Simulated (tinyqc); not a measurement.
Hot electrons in a saturated n-channel MOSFET, lucky-electron model: two steps of the calculation.

Beyond pinch-off the lateral field grows as Esat cosh(y/l) over the velocity-saturated region (pseudo-two-dimensional model). Impact ionisation in this region gives the substrate current, which biases the body forward through Rsub. Currents are per width. Local-field laws: they overstate ionisation when the field peak is narrower than an energy relaxation length.

Values chosen for this exercise; values close to those of silicon n-channel devices:
```
symbol,value,unit,meaning
L,0.25,um,channel length
tox,6.2,nm,oxide thickness
VT,0.53,V,threshold
vs,9.4e6,cm/s,saturation velocity
Ai,2e6,1/cm,ionisation prefactor
Bi,1.82,MV/cm,ionisation field
Rd,700,ohm um,resistance of the lightly doped drain
Rsub,27000,ohm um,substrate resistance
kb,0.38,,fall of VT per volt of forward body bias
lm,9,nm,hot-electron mean free path
pb,3.2,V,oxide barrier
Cg,0.0028,,prefactor of the gate current
m,3.3,,lifetime exponent
Hl,3100,s uA/um,lifetime constant
Vd,2.5,V,drain voltage
Vg,1.5,V,gate voltage
```

Constants: eps0 = 8.8541878128e-14 F/cm where lengths are in cm. Results are converted to the units shown.

Problem 1. Body bias from the substrate current. Cox = 3.9 eps0/tox. Overdrive g = Vg - VT + kb Vb; Vdsat = g Esat L/(g + Esat L); Id = Cox vs (g - Vdsat); dV = Vd - Id Rd - Vdsat; Em = sqrt((dV/l)^2 + Esat^2); Isub = Id (Ai/Bi) l Em exp(-Bi/Em). Vb(new) = Rsub Isub.

Vb at the start = 0 V
l = 39.527206 nm
Esat = 0.056969697 MV/cm

Find: Vdsat; Id; dV; Em; Isub; Vb after iteration 1.

Solution 1.

Vdsat = 0.5770 V
Id = 205.7 uA/um
dV = 1.779 V
Em = 0.4537 MV/cm
Isub = 7.338 uA/um
Vb after iteration 1 = 0.1981 V

Problem 2. Gate current, lifetime and channel shortening. Ig = Cg Id exp(-pb/(lm Em)); lifetime tau = (Hl/Id)(Isub/Id)^(-m); length of the saturated region dL = l ln[(dV/l + Em)/Esat]. 1 year = 3.15576e7 s.

Id = 231.47899 uA/um
dV = 1.7352699 V
Em = 0.44268751 MV/cm
Isub = 7.2940618 uA/um
l = 39.527206 nm
Esat = 0.056969697 MV/cm

Give: Isub/Id; Ig; tau; dL.

Solution 2.

Isub/Id = 0.03151
Ig = 210.6 pA/um
tau = 0.03827 years
dL = 108.3 nm

The lifetime misses ten years.

Program tinyqc, `OMP_NUM_THREADS=1 python tinyqc.py 2550097 2550098 out.jsonl`; Intel Xeon 2.30GHz, shared host, one thread, about 0.01 s.
